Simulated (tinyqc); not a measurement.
Junction parameters from two forward currents.

Inverse problem. D(v) = J1 (exp(v/Vt) - 1) + J2 (exp(v/(2 Vt)) - 1). Find J1, J2 and the voltage 2 Vt ln(J2/J1) near which both parts are equal.

Parameters, values chosen for the exercise:
- T = 300 K (temperature)

Constants: q = 1.602176634e-19 C, kB = 1.380649e-23 J/K, Vt = kB T/q. Results are converted to the units shown.

junction voltages (V): 0.28  0.65
currents (uA/um): 1.2542277e-5  0.026942556

Answer. The current is linear in J1 and J2, so two points give two equations.

J1 = 1.300e-13 uA/um
J2 = 5.600e-8 uA/um
crossover = 0.6708 V

Program tinyqc, `OMP_NUM_THREADS=1 python tinyqc.py 2182264 2182265 out.jsonl`; Intel Xeon 2.30GHz, shared host, one thread, about 0.2 s.
